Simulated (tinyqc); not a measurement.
UKS/PBE in the sto-3g basis, for BeH, spin multiplicity 2, step by step (part 1 of 2). Computed by tinyqc, a small Python program that keeps every step (integrals from PySCF). Settings: charge = 0, multiplicity = 2, basis = sto-3g, energy threshold = 1e-09, iteration cap = 56, orthogonalisation = symmetric, start = Wolfsberg-Helmholz matrix, DIIS depth = 3, method = UKS, functional = pbe,pbe, grid = [30, 14]. Command: `OMP_NUM_THREADS=1 python tinyqc.py 20288 20289 out.jsonl` (the two numbers bound the seeds that draw the settings). One thread of a shared host (Intel(R) Xeon(R) Processor @ 2.60GHz), about 2 s of CPU time with the checks. Later iterations appear only in the table of the cycle.

## One-electron integrals

Geometry (angstrom):
```
atom,x,y,z
Be,0.000000,0.000000,0.000000
H,0.000000,0.000000,1.257000
```

Basis sto-3g: exponents (1/bohr^2) and contraction coefficients of normalised primitives:
```
element,l (shell),exponent,coefficient
Be,s (1),30.167871,0.154329
Be,s (1),5.495115,0.535328
Be,s (1),1.487193,0.444635
Be,s (2),1.314833,-0.099967
Be,s (2),0.305539,0.399513
Be,s (2),0.099371,0.700115
Be,p (3),1.314833,0.155916
Be,p (3),0.305539,0.607684
Be,p (3),0.099371,0.391957
H,s (1),3.425251,0.154329
H,s (1),0.623914,0.535328
H,s (1),0.168855,0.444635
```

Overlap, kinetic and nuclear-attraction integrals over the contracted functions; the nuclear repulsion is the sum of Za Zb / Rab.

nuclear repulsion = 1.68393703 hartree

overlap S, lower triangle:
```
,1Be 1s,1Be 2s,1Be 2px,1Be 2py,1Be 2pz,2H 1s
1Be 1s,1.000000
1Be 2s,0.259517,1.000000
1Be 2px,0.000000,0.000000,1.000000
1Be 2py,0.000000,0.000000,0.000000,1.000000
1Be 2pz,0.000000,0.000000,0.000000,0.000000,1.000000
2H 1s,0.083483,0.493866,0.000000,0.000000,0.547782,1.000000
```

kinetic energy T (hartree), lower triangle:
```
,1Be 1s,1Be 2s,1Be 2px,1Be 2py,1Be 2pz,2H 1s
1Be 1s,6.693975
1Be 2s,-0.033012,0.211111
1Be 2px,0.000000,0.000000,0.660592
1Be 2py,0.000000,0.000000,0.000000,0.660592
1Be 2pz,0.000000,0.000000,0.000000,0.000000,0.660592
2H 1s,-0.016592,0.082626,0.000000,0.000000,0.222538,0.760032
```

nuclear attraction V (hartree), lower triangle:
```
,1Be 1s,1Be 2s,1Be 2px,1Be 2py,1Be 2pz,2H 1s
1Be 1s,-14.982076
1Be 2s,-2.008497,-2.699853
1Be 2px,0.000000,0.000000,-2.639387
1Be 2py,0.000000,0.000000,0.000000,-2.639387
1Be 2pz,-0.020453,-0.158498,0.000000,0.000000,-2.765393
2H 1s,-0.651805,-1.388785,0.000000,0.000000,-1.531300,-2.891864
```

core Hamiltonian H = T + V (hartree), lower triangle:
```
,1Be 1s,1Be 2s,1Be 2px,1Be 2py,1Be 2pz,2H 1s
1Be 1s,-8.288101
1Be 2s,-2.041509,-2.488742
1Be 2px,0.000000,0.000000,-1.978795
1Be 2py,0.000000,0.000000,0.000000,-1.978795
1Be 2pz,-0.020453,-0.158498,0.000000,0.000000,-2.104801
2H 1s,-0.668396,-1.306159,0.000000,0.000000,-1.308762,-2.131832
```

## Two-electron integrals

Functions are numbered as in S; the eight-fold symmetry (ij|kl) = (ji|kl) = (kl|ij) leaves the list below.

Two-electron integrals (ij|kl) in chemists' order, unique and non-zero (hartree):
```
i,j,k,l,(ij|kl)
1,1,1,1,2.298831
2,1,1,1,0.392036
2,1,2,1,0.079539
2,2,1,1,0.570988
2,2,2,1,0.143041
2,2,2,2,0.417683
3,1,3,1,0.014607
3,2,3,1,0.021888
3,2,3,2,0.092265
3,3,1,1,0.569578
3,3,2,1,0.143083
3,3,2,2,0.417589
3,3,3,3,0.449859
4,1,4,1,0.014607
4,2,4,1,0.021888
4,2,4,2,0.092265
4,3,4,3,0.024249
4,4,1,1,0.569578
4,4,2,1,0.143083
4,4,2,2,0.417589
4,4,3,3,0.401360
4,4,4,4,0.449859
5,1,5,1,0.014607
5,2,5,1,0.021888
5,2,5,2,0.092265
5,3,5,3,0.024249
5,4,5,4,0.024249
5,5,1,1,0.569578
5,5,2,1,0.143083
5,5,2,2,0.417589
5,5,3,3,0.401360
5,5,4,4,0.401360
5,5,5,5,0.449859
6,1,1,1,0.125296
6,1,2,1,0.025375
6,1,2,2,0.045866
6,1,3,3,0.045527
6,1,4,4,0.045527
6,1,5,1,0.002305
6,1,5,2,0.004255
6,1,5,5,0.046569
6,1,6,1,0.008509
6,2,1,1,0.251786
6,2,2,1,0.063720
6,2,2,2,0.196667
6,2,3,3,0.189848
6,2,4,4,0.189848
6,2,5,1,0.008392
6,2,5,2,0.047242
6,2,5,5,0.210131
6,2,6,1,0.022397
6,2,6,2,0.128222
6,3,3,1,0.006468
6,3,3,2,0.028596
6,3,5,3,0.008638
6,3,6,3,0.013344
6,4,4,1,0.006468
6,4,4,2,0.028596
6,4,5,4,0.008638
6,4,6,4,0.013344
6,5,1,1,0.252792
6,5,2,1,0.064858
6,5,2,2,0.210151
6,5,3,3,0.197804
6,5,4,4,0.197804
6,5,5,1,0.013877
6,5,5,2,0.074371
6,5,5,5,0.234624
6,5,6,1,0.024076
6,5,6,2,0.157165
6,5,6,5,0.201469
6,6,1,1,0.415470
6,6,2,1,0.107144
6,6,2,2,0.365530
6,6,3,3,0.339230
6,6,4,4,0.339230
6,6,5,1,0.018255
6,6,5,2,0.125852
6,6,5,5,0.417796
6,6,6,1,0.039075
6,6,6,2,0.291128
6,6,6,5,0.381853
6,6,6,6,0.774606
```

## Orthogonalisation

S = U s U^T; symmetric (Loewdin) form X = U s^(-1/2) U^T, so that X^T S X = 1.

eigenvalues of S: 0.256385  0.793091  1.000000  1.000000  1.167810  1.782714

X, lower triangle:
```
,1Be 1s,1Be 2s,1Be 2px,1Be 2py,1Be 2pz,2H 1s
1Be 1s,1.027472
1Be 2s,-0.145423,1.191271
1Be 2px,0.000000,0.000000,1.000000
1Be 2py,0.000000,0.000000,0.000000,1.000000
1Be 2pz,-0.010735,0.179866,0.000000,0.000000,1.196445
2H 1s,0.017544,-0.405398,0.000000,0.000000,-0.444015,1.356972
```

## Starting guess

The start is the generalised Wolfsberg-Helmholz matrix (K = 1.75) built on H; D(s) = C_occ C_occ^T for each spin.

D(alpha) at the start, lower triangle:
```
,1Be 1s,1Be 2s,1Be 2px,1Be 2py,1Be 2pz,2H 1s
1Be 1s,1.052525
1Be 2s,-0.177452,0.675455
1Be 2px,0.000000,0.000000,0.000000
1Be 2py,0.000000,0.000000,0.000000,0.000000
1Be 2pz,0.100630,-0.376687,0.000000,0.000000,0.646461
2H 1s,-0.111084,0.234970,0.000000,0.000000,0.180376,0.306509
```

D(beta) at the start, lower triangle:
```
,1Be 1s,1Be 2s,1Be 2px,1Be 2py,1Be 2pz,2H 1s
1Be 1s,0.994875
1Be 2s,0.004425,0.101668
1Be 2px,0.000000,0.000000,0.000000
1Be 2py,0.000000,0.000000,0.000000,0.000000
1Be 2pz,-0.062007,0.136403,0.000000,0.000000,0.187646
2H 1s,-0.091010,0.171640,0.000000,0.000000,0.237008,0.299519
```

## Iteration 1: exchange-correlation on the grid

Becke grid with 30 radial and 14 angular points per atom, points of zero weight dropped. rho = sum D_ij phi_i phi_j; V_xc,ij = sum w v_xc phi_i phi_j plus the gradient terms; v_xc is d(rho eps)/d rho(s) for spin s at fixed gradient.

The 16 grid points with the largest w rho, of 819 (bohr, atomic units):
```
x,y,z,w,rho(alpha),rho(beta),eps_xc,v_xc(alpha)
0.000000,0.000000,-2.267583,1.762450,0.023843,0.001133,-0.294475,-0.369570
0.000000,0.000000,-1.884523,1.064696,0.038865,0.001731,-0.339167,-0.443466
0.000000,0.000000,1.550264,0.267714,0.077488,0.076801,-0.453144,-0.591403
0.000000,0.000000,1.260284,0.298629,0.064725,0.062310,-0.426389,-0.560436
0.000000,0.000000,-2.704705,2.856814,0.012289,0.000602,-0.247045,-0.284327
0.000000,0.000000,-1.550264,0.627002,0.055093,0.002692,-0.377486,-0.501705
-0.199347,0.199347,0.199347,0.012376,1.263985,1.209845,-1.154278,-1.305581
0.199347,0.199347,0.199347,0.012376,1.263985,1.209845,-1.154278,-1.305581
-0.199347,-0.199347,0.199347,0.012376,1.263985,1.209845,-1.154278,-1.305581
0.199347,-0.199347,0.199347,0.012376,1.263985,1.209845,-1.154278,-1.305581
0.199347,-0.199347,-0.199347,0.012376,1.239271,1.228765,-1.153651,-1.296156
0.199347,0.199347,-0.199347,0.012376,1.239271,1.228765,-1.153651,-1.296156
-0.199347,-0.199347,-0.199347,0.012376,1.239271,1.228765,-1.153651,-1.296156
-0.199347,0.199347,-0.199347,0.012376,1.239271,1.228765,-1.153651,-1.296156
-0.270178,-0.270178,0.270178,0.028009,0.538568,0.515415,-0.922758,-0.965895
0.270178,0.270178,0.270178,0.028009,0.538568,0.515415,-0.922758,-0.965895
```

electrons on the grid, sum of w rho = 4.994567

E_xc = sum of w rho eps_xc = -3.22298429 hartree

V_xc(alpha) (hartree), lower triangle:
```
,1Be 1s,1Be 2s,1Be 2px,1Be 2py,1Be 2pz,2H 1s
1Be 1s,-1.488604
1Be 2s,-0.214444,-0.333108
1Be 2px,0.000000,0.000000,-0.300649
1Be 2py,0.000000,0.000000,0.000000,-0.300649
1Be 2pz,0.001948,-0.001164,0.000000,0.000000,-0.389013
2H 1s,-0.069725,-0.190390,0.000000,0.000000,-0.224747,-0.457601
```

V_xc(beta) (hartree), lower triangle:
```
,1Be 1s,1Be 2s,1Be 2px,1Be 2py,1Be 2pz,2H 1s
1Be 1s,-1.472348
1Be 2s,-0.208583,-0.274503
1Be 2px,0.000000,0.000000,-0.250955
1Be 2py,0.000000,0.000000,0.000000,-0.250955
1Be 2pz,-0.003053,-0.064523,0.000000,0.000000,-0.314152
2H 1s,-0.068678,-0.186568,0.000000,0.000000,-0.228687,-0.457347
```

## Iteration 1: building the Kohn-Sham matrix

J_ij = sum D_kl (ij|kl) with D = D(alpha) + D(beta); F = H + J + V_xc; E = tr D H + tr D J / 2 + E_xc + E_nn.

Coulomb J (hartree), lower triangle:
```
,1Be 1s,1Be 2s,1Be 2px,1Be 2py,1Be 2pz,2H 1s
1Be 1s,6.106699
1Be 2s,1.166272,2.330790
1Be 2px,0.000000,0.000000,2.282626
1Be 2py,0.000000,0.000000,0.000000,2.282626
1Be 2pz,0.019150,0.132401,0.000000,0.000000,2.417501
2H 1s,0.378923,1.202355,0.000000,0.000000,1.337140,2.396181
```

F(alpha) (hartree), lower triangle:
```
,1Be 1s,1Be 2s,1Be 2px,1Be 2py,1Be 2pz,2H 1s
1Be 1s,-3.670007
1Be 2s,-1.089681,-0.491060
1Be 2px,0.000000,0.000000,0.003182
1Be 2py,0.000000,0.000000,0.000000,0.003182
1Be 2pz,0.000645,-0.027261,0.000000,0.000000,-0.076312
2H 1s,-0.359199,-0.294194,0.000000,0.000000,-0.196370,-0.193252
```

F(beta) (hartree), lower triangle:
```
,1Be 1s,1Be 2s,1Be 2px,1Be 2py,1Be 2pz,2H 1s
1Be 1s,-3.653750
1Be 2s,-1.083820,-0.432455
1Be 2px,0.000000,0.000000,0.052876
1Be 2py,0.000000,0.000000,0.000000,0.052876
1Be 2pz,-0.004357,-0.090620,0.000000,0.000000,-0.001451
2H 1s,-0.358152,-0.290372,0.000000,0.000000,-0.200310,-0.192999
```

total energy of this density = -14.96430060 hartree

## Iteration 1: diagonalisation and new density

Diagonalise F' = X^T F X, C = X C', fill 3 alpha and 2 beta electrons from the bottom; D(s) = C_occ C_occ^T. Each column has its largest component positive (the first on a tie).

F' = X^T F X (alpha) (hartree), lower triangle:
```
,1,2,3,4,5,6
1,-3.570713
2,-0.595102,-0.172444
3,0.000000,0.000000,0.003182
4,0.000000,0.000000,0.000000,0.003182
5,-0.002727,0.103668,0.000000,0.000000,0.081015
6,-0.081960,-0.245404,0.000000,0.000000,-0.273548,0.096158
```

orbital energies (alpha) (hartree): MO1 -3.675880, MO2 -0.257289, MO3 -0.102042, MO4 0.003182, MO5 0.003182, MO6 0.469226

coefficients C (alpha):
```
,MO1,MO2,MO3,MO4,MO5,MO6
1Be 1s,0.987954,-0.215762,-0.198007,0.000000,0.000000,0.124322
1Be 2s,0.045435,0.551703,0.751019,0.000000,0.000000,-0.875502
1Be 2px,0.000000,0.000000,0.000000,0.974670,0.223647,0.000000
1Be 2py,0.000000,0.000000,0.000000,-0.223647,0.974670,0.000000
1Be 2pz,0.003656,0.239997,-0.638024,0.000000,0.000000,-1.093806
2H 1s,-0.006910,0.509730,-0.263517,0.000000,0.000000,1.368891
```

F' = X^T F X (beta) (hartree), lower triangle:
```
,1,2,3,4,5,6
1,-3.554122
2,-0.599161,-0.118383
3,0.000000,0.000000,0.052876
4,0.000000,0.000000,0.000000,0.052876
5,0.000366,0.040700,0.000000,0.000000,0.166547
6,-0.081622,-0.236682,0.000000,0.000000,-0.287616,0.098798
```

orbital energies (beta) (hartree): MO1 -3.659459, MO2 -0.253280, MO3 0.016344, MO4 0.052876, MO5 0.052876, MO6 0.489233

coefficients C (beta):
```
,MO1,MO2,MO3,MO4,MO5,MO6
1Be 1s,0.988194,-0.197501,-0.224131,0.000000,0.000000,0.107244
1Be 2s,0.044948,0.483614,0.865715,0.000000,0.000000,-0.807222
1Be 2px,0.000000,0.000000,0.000000,-0.098265,0.995160,0.000000
1Be 2py,0.000000,0.000000,0.000000,0.995160,0.098265,0.000000
1Be 2pz,0.006175,0.299687,-0.523788,0.000000,0.000000,-1.138812
2H 1s,-0.007875,0.527961,-0.325683,0.000000,0.000000,1.348445
```

D(alpha) after iteration 1, lower triangle:
```
,1Be 1s,1Be 2s,1Be 2px,1Be 2py,1Be 2pz,2H 1s
1Be 1s,1.061814
1Be 2s,-0.222856,0.870470
1Be 2px,0.000000,0.000000,0.000000
1Be 2py,0.000000,0.000000,0.000000,0.000000
1Be 2pz,0.078163,-0.346595,0.000000,0.000000,0.464687
2H 1s,-0.064629,0.082999,0.000000,0.000000,0.290439,0.329314
```

D(beta) after iteration 1, lower triangle:
```
,1Be 1s,1Be 2s,1Be 2px,1Be 2py,1Be 2pz,2H 1s
1Be 1s,1.015534
1Be 2s,-0.051096,0.235903
1Be 2px,0.000000,0.000000,0.000000
1Be 2py,0.000000,0.000000,0.000000,0.000000
1Be 2pz,-0.053087,0.145210,0.000000,0.000000,0.089850
2H 1s,-0.112054,0.254976,0.000000,0.000000,0.158174,0.278805
```

Within a degenerate level the vectors are fixed only up to a rotation; this is one choice.

## Iteration 2: exchange-correlation on the grid

As before.

The 16 grid points with the largest w rho, of 819 (bohr, atomic units):
```
x,y,z,w,rho(alpha),rho(beta),eps_xc,v_xc(alpha)
0.000000,0.000000,1.550264,0.267714,0.078290,0.069976,-0.448031,-0.589982
0.000000,0.000000,-2.267583,1.762450,0.020897,0.000013,-0.287050,-0.347735
0.000000,0.000000,-1.884523,1.064696,0.034150,0.000033,-0.329545,-0.420601
0.000000,0.000000,1.260284,0.298629,0.062931,0.055665,-0.417698,-0.553533
0.000000,0.000000,-2.704705,2.856814,0.010781,0.000008,-0.242033,-0.266891
0.199347,-0.199347,0.199347,0.012376,1.264404,1.220974,-1.156711,-1.305034
-0.199347,0.199347,0.199347,0.012376,1.264404,1.220974,-1.156711,-1.305034
-0.199347,-0.199347,0.199347,0.012376,1.264404,1.220974,-1.156711,-1.305034
0.199347,0.199347,0.199347,0.012376,1.264404,1.220974,-1.156711,-1.305034
-0.199347,-0.199347,-0.199347,0.012376,1.244876,1.237397,-1.156389,-1.297662
-0.199347,0.199347,-0.199347,0.012376,1.244876,1.237397,-1.156389,-1.297662
0.199347,0.199347,-0.199347,0.012376,1.244876,1.237397,-1.156389,-1.297662
0.199347,-0.199347,-0.199347,0.012376,1.244876,1.237397,-1.156389,-1.297662
0.000000,0.000000,-1.550264,0.627002,0.048327,0.000258,-0.364789,-0.477821
0.270178,-0.270178,0.270178,0.028009,0.535505,0.516846,-0.924171,-0.963583
-0.270178,-0.270178,0.270178,0.028009,0.535505,0.516846,-0.924171,-0.963583
```

electrons on the grid, sum of w rho = 4.993605

E_xc = sum of w rho eps_xc = -3.21929623 hartree

V_xc(alpha) (hartree), lower triangle:
```
,1Be 1s,1Be 2s,1Be 2px,1Be 2py,1Be 2pz,2H 1s
1Be 1s,-1.489131
1Be 2s,-0.213901,-0.336101
1Be 2px,0.000000,0.000000,-0.307601
1Be 2py,0.000000,0.000000,0.000000,-0.307601
1Be 2pz,0.001462,-0.005235,0.000000,0.000000,-0.383649
2H 1s,-0.069523,-0.191742,0.000000,0.000000,-0.225676,-0.460920
```

V_xc(beta) (hartree), lower triangle:
```
,1Be 1s,1Be 2s,1Be 2px,1Be 2py,1Be 2pz,2H 1s
1Be 1s,-1.475459
1Be 2s,-0.208673,-0.279985
1Be 2px,0.000000,0.000000,-0.264916
1Be 2py,0.000000,0.000000,0.000000,-0.264916
1Be 2pz,-0.003450,-0.067702,0.000000,0.000000,-0.302285
2H 1s,-0.068587,-0.185883,0.000000,0.000000,-0.225359,-0.449585
```

## Iteration 2: building the Kohn-Sham matrix

As before.

Coulomb J (hartree), lower triangle:
```
,1Be 1s,1Be 2s,1Be 2px,1Be 2py,1Be 2pz,2H 1s
1Be 1s,6.113636
1Be 2s,1.165871,2.329019
1Be 2px,0.000000,0.000000,2.285403
1Be 2py,0.000000,0.000000,0.000000,2.285403
1Be 2pz,0.020327,0.137626,0.000000,0.000000,2.406452
2H 1s,0.378848,1.200451,0.000000,0.000000,1.333659,2.387334
```

F(alpha) (hartree), lower triangle:
```
,1Be 1s,1Be 2s,1Be 2px,1Be 2py,1Be 2pz,2H 1s
1Be 1s,-3.663596
1Be 2s,-1.089539,-0.495824
1Be 2px,0.000000,0.000000,-0.000992
1Be 2py,0.000000,0.000000,0.000000,-0.000992
1Be 2pz,0.001336,-0.026107,0.000000,0.000000,-0.081998
2H 1s,-0.359071,-0.297451,0.000000,0.000000,-0.200779,-0.205419
```

F(beta) (hartree), lower triangle:
```
,1Be 1s,1Be 2s,1Be 2px,1Be 2py,1Be 2pz,2H 1s
1Be 1s,-3.649925
1Be 2s,-1.084311,-0.439708
1Be 2px,0.000000,0.000000,0.041693
1Be 2py,0.000000,0.000000,0.000000,0.041693
1Be 2pz,-0.003576,-0.088574,0.000000,0.000000,-0.000634
2H 1s,-0.358136,-0.291591,0.000000,0.000000,-0.200462,-0.194084
```

total energy of this density = -14.98723843 hartree

## Iteration 2: DIIS over 2 matrices

error matrix X^T (FDS - SDF) X (alpha):
```
,1,2,3,4,5,6
1,0.000000,0.000144,0.000000,0.000000,0.000229,-0.000629
2,-0.000144,0.000000,0.000000,0.000000,-0.000145,0.003374
3,0.000000,0.000000,0.000000,0.000000,0.000000,0.000000
4,0.000000,0.000000,0.000000,0.000000,0.000000,0.000000
5,-0.000229,0.000145,0.000000,0.000000,0.000000,0.004733
6,0.000629,-0.003374,0.000000,0.000000,-0.004733,0.000000
```

B (overlaps of the stored error matrices):
```
,1,2
1,2.0261685e-02,2.4335564e-04
2,2.4335564e-04,9.3630232e-05
```

Minimise |sum c_i e_i|^2 with sum c_i = 1: solve [B -1; -1 0][c; lambda] = [0; -1] with B_ij = tr e_i^T e_j summed over both spins, and take F = sum c_i F_i.

DIIS coefficients: -0.007536  1.007536

extrapolated F(alpha) (hartree), lower triangle:
```
,1Be 1s,1Be 2s,1Be 2px,1Be 2py,1Be 2pz,2H 1s
1Be 1s,-3.663548
1Be 2s,-1.089538,-0.495860
1Be 2px,0.000000,0.000000,-0.001024
1Be 2py,0.000000,0.000000,0.000000,-0.001024
1Be 2pz,0.001342,-0.026099,0.000000,0.000000,-0.082041
2H 1s,-0.359071,-0.297475,0.000000,0.000000,-0.200812,-0.205510
```

extrapolated F(beta) (hartree), lower triangle:
```
,1Be 1s,1Be 2s,1Be 2px,1Be 2py,1Be 2pz,2H 1s
1Be 1s,-3.649896
1Be 2s,-1.084315,-0.439763
1Be 2px,0.000000,0.000000,0.041608
1Be 2py,0.000000,0.000000,0.000000,0.041608
1Be 2pz,-0.003570,-0.088558,0.000000,0.000000,-0.000628
2H 1s,-0.358136,-0.291600,0.000000,0.000000,-0.200463,-0.194092
```

## Iteration 2: diagonalisation and new density

As before.

F' = X^T F X (alpha) (hartree), lower triangle:
```
,1,2,3,4,5,6
1,-3.564032
2,-0.595225,-0.177075
3,0.000000,0.000000,-0.001024
4,0.000000,0.000000,0.000000,-0.001024
5,-0.002220,0.105269,0.000000,0.000000,0.075971
6,-0.081794,-0.244296,0.000000,0.000000,-0.272891,0.081045
```

orbital energies (alpha) (hartree): MO1 -3.669570, MO2 -0.264783, MO3 -0.108829, MO4 -0.001024, MO5 -0.001024, MO6 0.459090

coefficients C (alpha):
```
,MO1,MO2,MO3,MO4,MO5,MO6
1Be 1s,0.987776,-0.213094,-0.201058,0.000000,0.000000,0.125440
1Be 2s,0.046025,0.537125,0.759093,0.000000,0.000000,-0.877571
1Be 2px,0.000000,0.000000,0.000000,-0.027048,0.999634,0.000000
1Be 2py,0.000000,0.000000,0.000000,0.999634,0.027048,0.000000
1Be 2pz,0.003440,0.237913,-0.632413,0.000000,0.000000,-1.097514
2H 1s,-0.006889,0.523101,-0.262200,0.000000,0.000000,1.364092
```

F' = X^T F X (beta) (hartree), lower triangle:
```
,1,2,3,4,5,6
1,-3.550064
2,-0.599121,-0.126602
3,0.000000,0.000000,0.041608
4,0.000000,0.000000,0.000000,0.041608
5,0.000931,0.042833,0.000000,0.000000,0.168503
6,-0.081739,-0.236109,0.000000,0.000000,-0.288811,0.098020
```

orbital energies (beta) (hartree): MO1 -3.655743, MO2 -0.255183, MO3 0.010334, MO4 0.041608, MO5 0.041608, MO6 0.490449

coefficients C (beta):
```
,MO1,MO2,MO3,MO4,MO5,MO6
1Be 1s,0.988020,-0.200247,-0.223143,0.000000,0.000000,0.105802
1Be 2s,0.045546,0.493184,0.865498,0.000000,0.000000,-0.801612
1Be 2px,0.000000,0.000000,0.000000,0.997262,0.073954,0.000000
1Be 2py,0.000000,0.000000,0.000000,-0.073954,0.997262,0.000000
1Be 2pz,0.005971,0.293762,-0.519650,0.000000,0.000000,-1.142248
2H 1s,-0.007916,0.524371,-0.340350,0.000000,0.000000,1.346221
```

D(alpha) after iteration 2, lower triangle:
```
,1Be 1s,1Be 2s,1Be 2px,1Be 2py,1Be 2pz,2H 1s
1Be 1s,1.061535
1Be 2s,-0.221617,0.866843
1Be 2px,0.000000,0.000000,0.000000
1Be 2py,0.000000,0.000000,0.000000,0.000000
1Be 2pz,0.079851,-0.352113,0.000000,0.000000,0.456560
2H 1s,-0.065557,0.081619,0.000000,0.000000,0.290248,0.342432
```

D(beta) after iteration 2, lower triangle:
```
,1Be 1s,1Be 2s,1Be 2px,1Be 2py,1Be 2pz,2H 1s
1Be 1s,1.016283
1Be 2s,-0.053758,0.245305
1Be 2px,0.000000,0.000000,0.000000
1Be 2py,0.000000,0.000000,0.000000,0.000000
1Be 2pz,-0.052925,0.145151,0.000000,0.000000,0.086332
2H 1s,-0.112825,0.258251,0.000000,0.000000,0.153993,0.275028
```

Within a degenerate level the vectors are fixed only up to a rotation; this is one choice.
